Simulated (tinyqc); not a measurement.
## Voltage drop against the pad pitch

A grid of 17 by 17 nodes with segments Rx (rows) and Ry (columns); every node draws I1 and the central node kh I1; pads with resistance Rp sit at the nodes whose row and column are multiples of the pitch, counting from 0. The drops u = Vdd - V follow from G u = i, with G the conductance matrix and i the load currents, solved directly.

Values chosen for this exercise: supply voltage Vdd = 0.7 V; resistance of a horizontal segment Rx = 1.7 ohm; resistance of a vertical segment Ry = 0.83 ohm; resistance from a pad node to the supply Rp = 0.39 ohm; factor on the load at the hot node kh = 3; load current of a node in the large grid I1 = 2.2 mA.

Voltage drop against the pad pitch:
columns A: pitch (nodes); B: pads; C: worst drop (mV); D: mean drop (mV); E: largest drop at a pad (mV); F: largest pad current (mA); G: worst drop over Vdd (%)
```
A     B      C       D      E      F       G
1   289  1.658  0.8639  1.658  4.252  0.2369
2    81  6.432   4.708  4.373  11.21  0.9189
4    25  26.30   20.58  13.93  35.72   3.757
8     9  94.62   80.99  42.77  109.7   13.52
16    4  341.4   290.7  62.42  160.1   48.77
```

The worst drop goes from 1.66 to 341 mV while the number of pads falls from 289 to 4; between the last two rows it goes as pitch^(1.85). The largest drop at a pad is 100 % of the worst drop in the first row and 18.3 % in the last; the rest falls along the wires. For pitch = 16 the drop exceeds 15 % of the supply, where loads no longer draw a fixed current.

tinyqc, about 0.1 s, one thread, Intel Xeon 2.30GHz (shared host): `OMP_NUM_THREADS=1 python tinyqc.py 2770194 2770195 out.jsonl`
